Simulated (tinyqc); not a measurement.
Thermionic emission over a Gaussian spread of barriers: one step of the calculation.

Metal on an n-type semiconductor with one parabolic valley; V > 0 is forward bias (metal positive). Patches of barrier height b are spread as a Gaussian with mean phi - r2 V and variance sg^2 + r3 V; each carries A* T^2 exp(-b/Vt) [exp(V/Vt) - 1].

Question. Apparent barrier, ideality and current. A* = 4 pi q me m0 kB^2/h^3 (times 1e-4 for A/(cm^2 K^2)). The mean of exp(-b/Vt) gives the apparent barrier phi_ap(V) = phi - r2 V - (sg^2 + r3 V)/(2 Vt), J = A* T^2 exp(-phi_ap/Vt) [exp(V/Vt) - 1], and 1/n = 1 + r2 + r3/(2 Vt).

Parameters, values chosen for the exercise; band and dielectric values close to those of cadmium telluride: temperature T = 250 K; electron mass me = 0.0986 m0; barrier height seen from the metal phi = 1.11 eV; standard deviation of the barrier heights sg = 0.037 eV; shift of the mean barrier per volt, with its sign reversed (rho2) r2 = -0.031; change of sg^2 per volt (rho3) r3 = -0.0021 V; bias V = 0.19 V.

Constants: q = 1.602176634e-19 C, kB = 1.380649e-23 J/K, h = 6.62607015e-34 J s, m0 = 9.1093837015e-31 kg, Vt = kB T/q. Results are converted to the units shown.

Wanted: A*; phi_ap(0); phi_ap(V); n; J.

Answer.

A* = 11.85 A/(cm^2 K^2)
phi_ap(0) = 1.078 eV
phi_ap(V) = 1.093 eV
n = 1.087
J = 4.552e-13 A/cm^2

Computed by the program tinyqc: `OMP_NUM_THREADS=1 python tinyqc.py 2640167 2640168 out.jsonl`, one thread of a shared Intel Xeon 2.30GHz, about 0.01 s for the whole run.
